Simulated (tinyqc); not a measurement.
Worked calculation: plane-wave Kohn-Sham cycle with exchange-only LDA in a layered model solid. One step of it, computed by the program tinyqc.

Problem. Iteration 1: Hamiltonian at one k. H(m,m') = (k + G_m)^2/2 delta + V(G_m - G_m'), with V(-G) = V(G).

A solid whose potential varies along x alone (atomic units):
```
parameter                      value
period a                   11.000000
cross-section of the cell   9.000000
electrons per cell                 4
grid points                       16
plane waves -n..n, n               2
k points                           2
V1 in V1 cos(2 pi x/a)     -0.690000
V2 in V2 cos(4 pi x/a)     -0.060000
```

V(G_m), m = 0, 1, 2, ... (hartree): -0.337908  -0.345000  -0.030000  0.000000  0.000000

k = 0.250000 2 pi / a

Give: H.

Solution.

H (hartree), lower triangle:
```
        -2      -1      +0      +1     +2
-2   0.162
-1  -0.345  -0.246
+0  -0.030  -0.345  -0.328
+1   0.000  -0.030  -0.345  -0.083
+2   0.000   0.000  -0.030  -0.345  0.488
```
